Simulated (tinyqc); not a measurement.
# From concentration in the oxide back to segregation coefficient m = C(silicon)/C(oxide)

Model: dopant redistribution at a moving silicon-oxide interface during parabolic oxidation. Computed by tinyqc, a small Python program. Command: `OMP_NUM_THREADS=1 python tinyqc.py 3003479 3003480 out.jsonl segox inv`. One thread of a shared host (Intel(R) Xeon(R) Processor @ 2.30GHz), about 0.01 s of CPU time with the checks.

Uniformly doped silicon is oxidised with x_ox = sqrt(B t); the interface advances into the silicon by alpha x_ox, alpha = 0.44. The dopant does not move in the oxide, and at the interface C(silicon) = m C(oxide).

Inputs (values chosen for the exercise, modelled on boron in silicon under dry oxygen): dopant prefactor D0 = 1.13 cm^2/s; dopant activation energy E = 3.49 eV; oxidation prefactor B0 = 773 um^2/h; oxidation activation energy E_B = 1.23 eV; bulk doping C_B = 1.1e+17 1/cm^3; temperature T = 1025 C; time t = 4.3 h.

Constants: k_B = 8.617333262e-05 eV/K.

Method:
- D = D0 exp(-E/(k_B T)), converted with 1 cm^2/s = 3.6e11 um^2/h; B = B0 exp(-E_B/(k_B T)); s = alpha sqrt(B/(4 D)), the interface advance over 2 sqrt(D t).
- Temperatures in kelvin are T(C) + 273.15.
- With the dopant diffusivity D and s = alpha x_ox/(2 sqrt(D t)), in the silicon C = C_B + (C_s - C_B) erfc(y/(2 sqrt(D t)))/erfc(s), y from the original surface. Dopant balance at the interface gives C_s/C_B = 1/[1 + (1/(m alpha) - 1) g], g = sqrt(pi) s exp(s^2) erfc(s).

Question. A run gave the result below. Find the segregation coefficient m = C(silicon)/C(oxide), known to lie between 0.3 and 0.42.

concentration in the oxide = 1.1229e+17 1/cm^3

Answer.

Each step takes the trial c = (a f_b - b f_a)/(f_b - f_a), f being the result less the target and a, b, c the logarithms of the listed values; c replaces end b, the old b replaces a if the sign of f changed, and otherwise f_a is halved.

Scan of the range:
```
segregation coefficient m = C(silicon)/C(oxide)  concentration in the oxide (1/cm^3)
0.300                                                                    1.17062e+17
0.317                                                                    1.15649e+17
0.336                                                                    1.14108e+17
0.355                                                                    1.12608e+17
0.375                                                                    1.11072e+17
0.397                                                                    1.09429e+17
0.420                                                                    1.07763e+17
```

False position (Illinois rule, in the logarithm of the input) inside the bracket:
```
step     end a     end b     trial  concentration in the oxide (1/cm^3)
1     0.355000  0.375000  0.359056                          1.12293e+17
2     0.375000  0.359056  0.359100                          1.12290e+17
3     0.375000  0.359100  0.359101                          1.12290e+17
4     0.359100  0.359101  0.359100                          1.12290e+17
```

Concentration in the oxide falls at every point of a 13-point scan of the range (every second point is shown), so one value fits; it is bracketed by 0.355 and 0.375. Answer: segregation coefficient m = C(silicon)/C(oxide) = 0.3591.

Caution: in this case the oxide is not much thicker than a typical Deal-Grove length A, so real growth is slower than parabolic. Caution: parabolic growth needs an oxide much thicker than the Deal-Grove length A, which fails for thin films and low temperatures; oxidation-enhanced or retarded diffusion is ignored.
